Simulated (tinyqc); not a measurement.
Gated graphene: carriers, quantum capacitance and optical conductivity, step by step. Values are carried at full precision from step to step, so a last printed digit may differ when a step is redone from the rounded ones.

Cones E = +/- hv |k|, four flavours, D(E) = 2|E|/(pi hv^2). n = (2/pi)(kT/hv)^2 F_1(mu/kT), p = (2/pi)(kT/hv)^2 F_1(-mu/kT), in 1/angstrom^2 (1e16 for 1/cm^2); F_1(eta) = integral_0^infinity x dx/(1 + exp(x - eta)). Cq/e^2 = d(n - p)/d mu = (2 kT/(pi hv^2)) ln(2 + 2 cosh(mu/kT)).

Gate: V = mu/e + e (n - p)/Cox with Cox/e^2 = k/(4 pi e2 t), t in angstrom, e2 = e^2/(4 pi eps0); 1/(eV angstrom^2) in C/e^2 equals 1602.176634 microfarad/cm^2; total 1/C = 1/Cox + 1/Cq.

Constants: kB = 8.617333262e-05 eV/K; e^2/(4 pi eps0) = 14.39964547 eV angstrom; fine-structure constant alpha = 0.007297352564.

Values chosen for the exercise (Fermi velocity near that of graphene, gate dielectric near SiO2; not measured data):
- hv = 6.52 eV angstrom (hbar vF)
- T = 150 K
- k = 4 (dielectric constant of the gate layer)
- t = 285 nm (its thickness)
- V = 19.27 V (gate voltage from the neutrality point)
- E = 0.347 eV (photon energy)
- Gm = 2 meV (intraband damping)

## Chemical potential at the gate voltage

Solve the gate equation for mu.

Cox = 0.01243 microfarad/cm^2
mu = 0.1388 eV
n = 1.48e+12 1/cm^2
p = 5.43e+05 1/cm^2

mu takes 0.7 % of the gate voltage; the zero-temperature rule |mu| = hv sqrt(pi |n - p|) gives 0.1408 eV.

## Quantum capacitance

1/(eV angstrom^2) in C/e^2 equals 1602.176634 microfarad/cm^2; 1/C = 1/Cox + 1/Cq.

Cq = 3.330 microfarad/cm^2
C = 0.01238 microfarad/cm^2
Cq at mu = 0 = 0.4299 microfarad/cm^2

C is 0.996 of Cox.

## Optical conductivity at one energy

Conductivity over sigma0 = e^2/(4 hbar): interband Re = sinh(E/2kT)/(cosh(mu/kT) + cosh(E/2kT)); intraband Re = (8 kT/pi) ln(2 cosh(mu/2kT)) Gm/(E^2 + Gm^2). A free sheet absorbs about pi alpha_f Re(sigma/sigma0), alpha_f the fine-structure constant (alpha among the constants).

Evaluate both parts and the absorption.

interband = 0.9361
intraband = 0.0029
absorption = 2.153 %

E is above 2|mu| = 0.2776 eV; at this temperature interband transitions are mostly open; the universal value is pi alpha_f = 2.293 %.

## Checks

- Cq/e^2 against the finite difference of n - p (1/(eV angstrom^2)): both 0.002079.

(tinyqc, `OMP_NUM_THREADS=1 python tinyqc.py 1650712 1650713 out.jsonl`, Intel(R) Xeon(R) Processor @ 2.30GHz, 1 thread, shared host, about 0.01 s.)
